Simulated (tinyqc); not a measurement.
Hubbard ring of 5 sites, step by step. One step of it, computed by the program tinyqc.

Question. Mean-field iteration 1. H(up) = T + U n(down), H(down) = T + U n(up); fill the lowest levels; n(new) = n + mixing (n(out) - n); E = tr T (rho up + rho down) + U sum n_up n_down of the output.

one-body matrix (hopping and site energies) (eV), lower triangle:
```
,1,2,3,4,5
1,0.450000
2,-1.440000,0.030000
3,0.000000,-1.440000,-0.180000
4,0.000000,0.000000,-1.440000,0.340000
5,-1.440000,0.000000,0.000000,-1.440000,0.190000
```

U = 5.000000 eV

electrons, up and down: 3  1

mixing = 1

n(up) at the start (a guess, not normalised): 1 0.600000, 2 0.600000, 3 0.600000, 4 0.600000, 5 0.600000

n(down) at the start (a guess): 1 0.200000, 2 0.200000, 3 0.200000, 4 0.200000, 5 0.200000

Give: levels, up; levels, down; energy; n(up) after iteration 1; n(down) after iteration 1.

Answer.

levels, up (eV): -1.733  0.185  0.367  3.392  3.620

levels, down (eV): 0.267  2.185  2.367  5.392  5.620

energy = -3.887 eV

n(up) after iteration 1: 1 0.552, 2 0.622, 3 0.652, 4 0.561, 5 0.613

n(down) after iteration 1: 1 0.160, 2 0.225, 3 0.261, 4 0.186, 5 0.168
